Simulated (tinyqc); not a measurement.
Extended Hueckel theory, for H4, step by step. One step of it, computed by the program tinyqc.

Task: Wolfsberg-Helmholz matrix. H_ij = K' S_ij (H_ii + H_jj)/2 for i != j (the diagonal keeps H_ii), with K' = K + D^2 + D^4 (1 - K), D = (H_ii - H_jj)/(H_ii + H_jj), K = 1.75.

overlap S, order 1H 1s, 2H 1s, 3H 1s, 4H 1s:
$$\begin{pmatrix}
1.000000 & 0.611311 & 0.480164 & 0.333932 \\
0.611311 & 1.000000 & 0.333932 & 0.480164 \\
0.480164 & 0.333932 & 1.000000 & 0.611311 \\
0.333932 & 0.480164 & 0.611311 & 1.000000
\end{pmatrix}$$

diagonal H_ii (eV): 1H 1s -13.600000, 2H 1s -13.600000, 3H 1s -13.600000, 4H 1s -13.600000

K = 1.750000

Give: H.

Result:

H (eV), order 1H 1s, 2H 1s, 3H 1s, 4H 1s:
$$\begin{pmatrix}
-13.6000 & -14.5492 & -11.4279 & -7.9476 \\
-14.5492 & -13.6000 & -7.9476 & -11.4279 \\
-11.4279 & -7.9476 & -13.6000 & -14.5492 \\
-7.9476 & -11.4279 & -14.5492 & -13.6000
\end{pmatrix}$$
